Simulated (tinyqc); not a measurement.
# Double-gate transistor, scale length and short-channel effects: what changes with what

A body of thickness ts between two insulators of thickness ti and two tied gates. Below threshold the potential that source and drain add obeys Laplace's equation and vanishes on the gate. Its lowest mode decays along the channel as exp(-k y); k is the smallest positive root of the matching condition at the interface, and the scale length is Lambda = pi/k.

Inputs (values chosen for the exercise); permittivities: semiconductor close to that of gallium nitride, insulator close to that of silicon dioxide:
- T = 250 K (temperature)
- eps_r = 9.67 (relative permittivity of the semiconductor)
- ei = 3.93 (relative permittivity of the insulator)
- ti = 1.4 nm (insulator thickness)
- ts = 9.2 nm (body thickness)
- L = 30 nm (channel length)
- Vbi = 0.94 V (potential of the source)
- sT = 0.74 V (potential of the barrier top at threshold)
- Vds = 0.6 V (drain voltage)

Constants: q = 1.602176634e-19 C, kB = 1.380649e-23 J/K, Vt = kB T/q. Results are converted to the units shown.

Each table varies one quantity; the others keep the values above.

## Effect of the channel length

k is the smallest positive root of f(k) = ei cos(k ti) cos(k ts/2) - eps_r sin(k ti) sin(k ts/2). Along the channel psi(y) = s + a exp(y/l) + b exp(-y/l) with psi(0) = Vbi, psi(L) = Vbi + Vds and l = 1/k = Lambda/pi; with A = Vbi - s, B = A + Vds, x = exp(-L/l): a = (B - A x) x/(1 - x^2), b = (A - B x)/(1 - x^2). The minimum is s + 2 sqrt(a b), at y = (l/2) ln(b/a). The long-channel potential follows the gate as s = sT + (Vg - VTL)/m, and the threshold VT is the gate voltage at which the minimum equals sT. Swing = m Vt ln 10/g at threshold, g = d(minimum)/ds = 1 - (b x + a)/((1 + x) sqrt(a b)). DIBL = [VT(0.05 V) - VT(Vds)]/(Vds - 0.05 V). sT and Vbi are held fixed; m = 1.

The same in every row: Lambda (nm) = 15.328.

Effect of the channel length:
```
L (nm)  L/Lambda  VT - VTL at Vds = 0.05 V (mV)  VT - VTL at Vds (mV)  DIBL (mV/V)  swing (mV/decade)
17        1.1091                        -115.31               -219.00       188.54             79.910
20        1.3048                        -75.982               -142.61       121.14             69.798
24        1.5657                        -45.750               -84.732       70.877             61.913
29        1.8919                        -25.455               -46.563       38.379             56.529
34        2.2181                        -14.607               -26.497       21.619             53.608
41        2.6748                        -6.9020               -12.434       10.058             51.508
49        3.1967                        -2.9891               -5.3639       4.3180             50.432
58        3.7839                        -1.1790               -2.1117       1.6958             49.932
69        4.5015                       -0.38053              -0.68099      0.54629             49.711
```

What does the comparison show?

From L = 17 to 69 nm, DIBL falls from 189 to 0.546 mV/V and the swing falls from 79.9 to 49.7 mV a decade (long-channel value 49.6). Between the last two rows the threshold shift at Vds decays with a length of 9.72 nm, against 2 Lambda/pi = 9.76 nm for a shift that goes as exp(-pi L/(2 Lambda)). DIBL first drops below 100 mV/V at L = 24 nm among the rows, L/Lambda = 1.6. For L = 17 to 20 nm L is under 1.5 Lambda, where higher modes, left out of the one-mode potential, count.

## Effect of the relative permittivity of the insulator

Same model as above.

Effect of the relative permittivity of the insulator:
```
ei   Lambda (nm)  L/Lambda  VT - VTL at Vds (mV)  DIBL (mV/V)  swing (mV/decade)
3.9        15.37     1.952                -41.87        34.43              55.85
5.7        13.68     2.193                -27.64        22.57              53.78
8.5        12.35     2.430                -18.60        15.11              52.43
12         11.49     2.610                -13.83        11.19              51.72
18         10.77     2.787                -10.37        8.377              51.20
27         10.26     2.924                -8.305        6.699              50.88
40         9.922     3.024                -7.076        5.703              50.69
```

What does the comparison show?

As ei goes from 3.9 to 40, Lambda falls from 15.4 to 9.92 nm, DIBL falls from 34.4 to 5.70 mV/V and the swing falls from 55.9 to 50.7 mV a decade. On average Lambda goes as ei^(-0.19).

Program tinyqc, `OMP_NUM_THREADS=1 python tinyqc.py 2420026 2420027 out.jsonl`; Intel Xeon 2.30GHz, shared host, one thread, about 0.01 s.
